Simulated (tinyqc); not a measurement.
Which strain makes the gap direct: strain-driven crossing of the Gamma and L valleys in a germanium-like crystal.

Biaxial loads: e0 is the in-plane strain e_par and the normal is free. (001): e_perp = -2 (C12/C11) e_par; exx = eyy = e_par, ezz = e_perp, no shear. (111): e_perp = -(2 C11 + 4 C12 - 4 C44)/(C11 + 2 C12 + 4 C44) e_par; exx = eyy = ezz = (2 e_par + e_perp)/3 and exy = eyz = ezx = (e_perp - e_par)/3. (110): e_perp = -(C11 + 3 C12 - 2 C44)/(C11 + C12 + 2 C44) e_par; exx = eyy = (e_par + e_perp)/2, ezz = e_par, exy = (e_perp - e_par)/2, eyz = ezx = 0. Uniaxial loads: a stress along n, scaled so that n.e.n = e0, with exx = s11 sxx + s12 (syy + szz), exy = s44 sxy/2, s11 = (C11 + C12)/((C11 - C12)(C11 + 2 C12)), s12 = -C12/((C11 - C12)(C11 + 2 C12)), s44 = 1/C44.

Edges from the unstrained valence top: Gamma at Eg + ac tr(e); an L valley with unit axis u at EgL + aL tr(e) + XuL (u.e.u - tr(e)/3), u along [111], [1-1-1], [-11-1], [-1-11]; valence edges are the levels of the 6 x 6 matrix of X, Y, Z times spin with -Dso/3 + l exx + m (eyy + ezz) on the diagonal (cyclic), n exy off it, l = av + 2 b, m = av - b, n = sqrt(3) d. Spin-orbit term (Dso/3) L.sigma on X, Y, Z with (L_k)_ij = -i epsilon_kij: <X+|H|Y+> = -i Dso/3, <X+|H|Z-> = Dso/3, <Y+|H|Z-> = -i Dso/3, <Z+|H|X-> = -Dso/3, <Z+|H|Y-> = i Dso/3, <X-|H|Y-> = i Dso/3, and their conjugates; + and - are the spin along z.

Values chosen for the exercise (near those of Ge, gaps at low temperature; not measured data):

| symbol | value | unit | meaning |
|---|---|---|---|
| Eg | 0.904 | eV | gap at Gamma to the s-like level |
| EgL | 0.753 | eV | gap to L |
| Dso | 0.295 | eV | spin-orbit splitting |
| ac | -8.08 | eV | conduction deformation potential |
| av | 1.22 | eV | valence hydrostatic potential |
| b | -2.58 | eV | tetragonal shear potential |
| d | -5.36 | eV | trigonal shear potential |
| aL | -1.39 | eV | hydrostatic potential of the L edge, Xd + Xu/3 |
| XuL | 16.35 | eV | uniaxial potential, L |
| C11 | 127.2 | GPa |  |
| C12 | 48.9 | GPa |  |
| C44 | 67.9 | GPa |  |

For tension the difference Gamma minus lowest L is linear in e0; slope per 1 % and the e0 at which it vanishes (a dash: no crossing below 15 %), with the gap there.

Cases:

| load |
|---|
| biaxial (001) |
| biaxial (110) |
| biaxial (111) |
| uniaxial [100] |
| uniaxial [111] |
| uniaxial [110] |

Rank the cases by slope (meV per 1 %), lowest first.

Answer: biaxial (001), uniaxial [100], biaxial (110), uniaxial [111], uniaxial [110], biaxial (111).

Results:

| load | slope (meV per 1 %) | crossing e0 (%) | gap at the crossing (eV) |
|---|---|---|---|
| biaxial (001) | -82.4 | 1.83 | 0.576 |
| biaxial (110) | -25.5 | 5.91 | -0.382 |
| biaxial (111) | 38.4 | - | - |
| uniaxial [100] | -29.7 | 5.08 | 0.527 |
| uniaxial [111] | -4.7 | - | - |
| uniaxial [110] | 14.3 | - | - |

The smallest strain is needed for biaxial (001) (1.83 %), then uniaxial [100] (5.08 %). No crossing below 15 % is found for biaxial (111), uniaxial [111] and uniaxial [110]: shear splits the L valleys and pulls the lowest down nearly as fast as, or faster than, Gamma. Loads without off-diagonal strain, (001) and [100], gain (ac - aL) tr(e) = -67 meV per 1 % of volume. Crossings beyond about 3 % are sensitive to second-order terms, left out here. For uniaxial [111] the slope is a near cancellation, so terms beyond this linear model decide. A gap at or below zero marks a crossing beyond the range of this linear model.

(tinyqc, `OMP_NUM_THREADS=1 python tinyqc.py 1050363 1050364 out.jsonl`, Intel(R) Xeon(R) Processor @ 2.30GHz, 1 thread, shared host, about 0.01 s.)
